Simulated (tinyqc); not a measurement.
Resonant-tunnelling diode, transfer matrices and Tsu-Esaki current: two steps of the calculation.

Emitter (band edge 0), barrier d1, well Lw, barrier d2, collector (edge -V). The bias drops linearly over these layers and none in the contacts; each layer is cut into ns equal slices, flat at the value of their centres. E is the energy of motion across the layers, C = hbar^2/(2 m0), psi and psi'/m are continuous. Transport is coherent, T(E) is taken as independent of the transverse momentum, and charge in the well is ignored.

Values chosen for this exercise; masses and offsets of a made-up heterostructure: mass in the well, spacer and contacts mw = 0.05 m0; slices in each layer ns = 1; bias of the collector V = 0.37 V; trial energy E = 0.15366 eV.

Constants: q = 1.602176634e-19 C, hbar = 1.054571817e-34 J s, m0 = 9.1093837015e-31 kg, hbar^2/(2 m0) = 0.0380998212 eV nm^2. Results are converted to the units shown.

Task 1. Running product of the slice matrices at the trial energy. For the pair (psi, psi'/m) a flat layer has M = [[cos kd, (m/k) sin kd], [-(k/m) sin kd, cos kd]] with k = sqrt(m (E - U)/C) above its edge U, and M = [[cosh Kd, (m/K) sinh Kd], [(K/m) sinh Kd, cosh Kd]] with K = sqrt(m (U - E)/C) below it. Later slices stand to the left. With M acting on (psi, psi'/m) and v = k/m in each lead, T(E) = 4 vL vR/[(vL vR M12 - M21)^2 + (vR M11 + vL M22)^2]. vL = sqrt(mw E/C)/mw, vR = sqrt(mw (E + V)/C)/mw.

U, slice 0 to 2 (eV): [1.3517391, -0.1970652, 1.0661957]
m, slice 0 to 2 (m0): [0.15, 0.05, 0.15]
width, slice 0 to 2 (nm): [1.2, 2.5, 0.9]

Give: Product after each layer; T(E).

Result 1.

Product after each layer:
```
                M11  M12 (nm)  M21 (1/nm)      M22
barrier d1   6.8107   0.46529      97.542   6.8107
well         6.2814   0.43986     -103.88  -7.1149
barrier d2  -4.0218  -0.24809     -84.100  -5.4365
```

T(E) = 0.038265

Task 2. Breit-Wigner parameters from a parabola through 1/T(E). Near a resonance 1/T(E) = (1/Tp) [1 + (2 (E - Er)/G)^2]. With y = 1/T(E) at E0 - h, E0, E0 + h: a = (y1 + y3 - 2 y2)/(2 h^2), b = (y3 - y1)/(2 h), Er = E0 - b/(2 a), 1/Tp = y2 - b^2/(4 a), G = 2 sqrt(1/(Tp a)), tau = hbar/G.

three energies (eV): [0.120539, 0.126239, 0.131939]
T(E) at these energies: [0.29877041, 0.43268419, 0.27021188]

Find: Er; Tp; G; tau.

Result 2.

Er = 0.1258 eV
Tp = 0.4339
G = 15.72 meV
tau = 41.88 fs

The true maximum of T(E) lies at 0.12570 eV with height 0.4348 and full width 15.63 meV; the fitted G is 0.58 % above that width.

Numbers from tinyqc (`OMP_NUM_THREADS=1 python tinyqc.py 2600121 2600122 out.jsonl`; about 0.1 s on one thread of a shared Intel Xeon 2.30GHz).
